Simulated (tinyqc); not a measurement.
Crystallisation kinetics and data retention of a phase-change cell: two steps of the calculation.

Johnson-Mehl-Avrami-Kolmogorov law X = 1 - exp(-y^n), y = integral of k dt, k = (1/100 s) exp[-(Ec q/kB)(1/T - 1/T1)].

Inputs (values chosen for the exercise); values of the order of Ge-Sb-Te and related chalcogenides: activation energy of crystallisation Ec = 2.62 eV; temperature at which the rate k is 1/(100 s) T1 = 425 K; Avrami exponent n = 4; crystalline share at which the state is lost Xf = 0.3; storage temperature T = 380 K; heating rate b = 10 K/min; start of the ramp table Ta = 395 K; step of the table dT = 6 K; steps m = 10.

Constants: q = 1.602176634e-19 C, kB = 1.380649e-23 J/K. Results are converted to the units shown.

Problem 1. Retention. At fixed T the state fails at t = (-ln(1 - Xf))^(1/n)/k; ten years are 3.15576e8 s.

Wanted: k; y at failure; time to fail; the same in years; temperature for ten years.

Solution 1.

k = 2.0932e-6 1/s
y at failure = 0.77280
time to fail = 3.6920e5 s
the same in years = 0.011699
temperature for ten years = 350.43 K

The cell misses ten years at 380 K.

Problem 2. A heating ramp. T rises at the rate b. Start with y = k (kB Ta^2/(q Ec))/b, the integral from cold to Ta to leading order; over each step k is taken as exponential in T, so y gains (dT/b)(k2 - k1)/ln(k2/k1). dX/dt = n y^(n - 1) k exp(-y^n), listed as 0 once y^n exceeds 23.

Give: T; k; y; X; dX/dt.

Solution 2.

```
point	T (K)	k (1/s)	y	X	dX/dt (1/s)
0	395	4.369e-5	0.001345	3.274e-12	4.253e-13
1	401	1.382e-4	0.004300	3.418e-10	4.394e-11
2	407	4.226e-4	0.01346	3.282e-8	4.122e-9
3	413	0.001251	0.04094	2.809e-6	3.434e-7
4	419	0.003590	0.1208	2.130e-4	2.532e-5
5	425	0.01000	0.3461	0.01424	0.001634
6	431	0.02707	0.9632	0.5771	0.04092
7	437	0.07131	2.607	1.000	0
8	443	0.1830	6.873	1.000	0
9	449	0.4578	17.66	1.000	0
10	455	1.118	44.28	1.000	0
```

Range of the model: One Arrhenius rate is assumed; incubation, growth from the boundary and the non-Arrhenius kinetics of the supercooled liquid are left out.

tinyqc, about 0.03 s, one thread, Intel Xeon 2.30GHz (shared host): `OMP_NUM_THREADS=1 python tinyqc.py 2490052 2490053 out.jsonl`
